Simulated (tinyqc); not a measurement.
Type-II superlattice in the two-band Kane model: sweeps and comparisons. A value that a table varies takes the place of the one given here.

Motion along the axis, period d = a + b, c = hbar^2/2m0. Conduction and light-hole bands couple: (E - Ec)(E - Ev) = Ep c k^2 in each layer, with mass m(E) = (E - Ev)/Ep, which may be negative. The conduction envelope psi and psi'/m(E) are continuous; a layer carries them by [[cos kt, (m/k) sin kt], [-(k/m) sin kt, cos kt]] (cosh and sinh for k^2 < 0), and cos(q d) = tr(M_B M_A)/2. C1 is the first miniband above EvB, with its bottom at tr/2 = +1 and its top at -1; the gap is the bottom of C1 less the top heavy-hole level HH1.

Heavy holes are uncoupled: with e = EvB - E, p = sqrt(mhB e/c), w = sqrt(mhA (EvB - EvA - e)/c), the top level HH1 at q = 0 solves (p/mhB) tan(p b/2) = (w/mhA) tanh(w a/2).

Constants: hbar^2/2m0 = 3.80998211 eV angstrom^2; hc = 1239.841984 eV nm.

Inputs chosen for the exercise (near those of an InAs/GaSb superlattice; shifted at random, so the results belong to these values and not to a real crystal):
- b = 37 angstrom (layer B)
- EcA = 0 eV (conduction edge of A)
- EvA = -0.412 eV (valence edge of A)
- EcB = 0.955 eV (conduction edge of B)
- EvB = 0.147 eV (valence edge of B)
- EpA = 14.3 eV (coupling energy in A)
- EpB = 17.8 eV (coupling energy in B)
- mhA = 0.35 m0 (heavy hole in A)
- mhB = 0.26 m0 (heavy hole in B)
- As = (18, 28, 39, 47, 56, 66, 74) angstrom (widths of layer A)
- a = 48 angstrom (layer A)

## Width of layer A

Bottom of C1 (tr/2 = +1, above EvB), HH1, the gap and hc/gap; widths at which C1 no longer starts above EvB are left out.

Results:

| a (angstrom) | C1 (eV) | HH1 (eV) | gap (meV) | cut-off (micrometre) |
|---|---|---|---|---|
| 18 | 0.5238 | 0.0878 | 436.0 | 2.84 |
| 28 | 0.3804 | 0.0868 | 293.6 | 4.22 |
| 39 | 0.2802 | 0.0867 | 193.5 | 6.41 |
| 47 | 0.2300 | 0.0867 | 143.3 | 8.65 |
| 56 | 0.1879 | 0.0867 | 101.2 | 12.25 |
| 66 | 0.1532 | 0.0867 | 66.5 | 18.64 |

From a = 18 to 66 angstrom C1 falls by 371 meV while HH1 moves by -1.1 meV, so layer A tunes the gap, from 436 to 66 meV. The cut-off shifts by 0.138 micrometre per angstrom at the thin end and 0.640 at the thick end: long wavelengths need tight control of the thickness.

## One band or two

Bottom of C1. One band: (k/mA) tan(k a/2) = (kappa/mB) tanh(kappa b/2) with the edge masses (Ec - Ev)/Ep and barrier EcB - EcA. Second row: mA replaced by m(E). The last column is measured against two bands.

Results:

| model | C1 (eV) | gap (meV) | error (meV) |
|---|---|---|---|
| one band, edge masses | 0.2095 | 122.8 | -15.2 |
| m(E) in A only | 0.1838 | 97.1 | -40.9 |
| two bands | 0.2247 | 138.0 | 0.0 |

mA = 0.0288 m0
mB = 0.0454 m0

With edge masses C1 errs by -15 meV, 11 % of the gap. The heavier m(E) in A changes it by -26 meV; the treatment of B changes it by +41 meV, since C1 lies 78 meV above the valence edge of B, where its mass is 0.0044 instead of 0.0454.

## What each parameter does

Bottom and width of C1, HH1 and the gap. Each row changes one parameter from the base and keeps the others.

Results:

| case | C1 (eV) | width (meV) | HH1 (eV) | gap (meV) |
|---|---|---|---|---|
| base | 0.2247 | 53.7 | 0.0867 | 138.0 |
| a = 45 angstrom | 0.2412 | 56.9 | 0.0867 | 154.6 |
| b = 40 angstrom | 0.2287 | 47.8 | 0.0934 | 135.3 |
| EvB = 0.127 eV | 0.2233 | 51.1 | 0.0672 | 156.1 |
| EcB = 1.005 eV | 0.2285 | 50.1 | 0.0867 | 141.9 |
| EvA = -0.442 eV | 0.2203 | 52.2 | 0.0859 | 134.4 |
| EpA = 15.4 eV | 0.2315 | 56.8 | 0.0867 | 144.9 |
| mhB = 0.3 m0 | 0.2247 | 53.7 | 0.0913 | 133.4 |

The largest shifts from the base row, up to three for each result and ties (the steps differ in size, so this ranks the rows, not the parameters). C1 (eV): a +0.0166, EpA +0.0069, EvA -0.0044; unchanged at the printed digits by mhB. width (meV): b -5.8, EcB -3.6, a +3.3; unchanged at the printed digits by mhB. HH1 (eV): EvB -0.0195, b +0.0067, mhB +0.0046; unchanged at the printed digits by a, EcB and EpA. gap (meV): EvB +18.1, a +16.6, EpA +6.9.

Program tinyqc; command `OMP_NUM_THREADS=1 python tinyqc.py 1281841 1281842 out.jsonl`; about 0.07 s on one thread of a shared Intel(R) Xeon(R) Processor @ 2.30GHz.
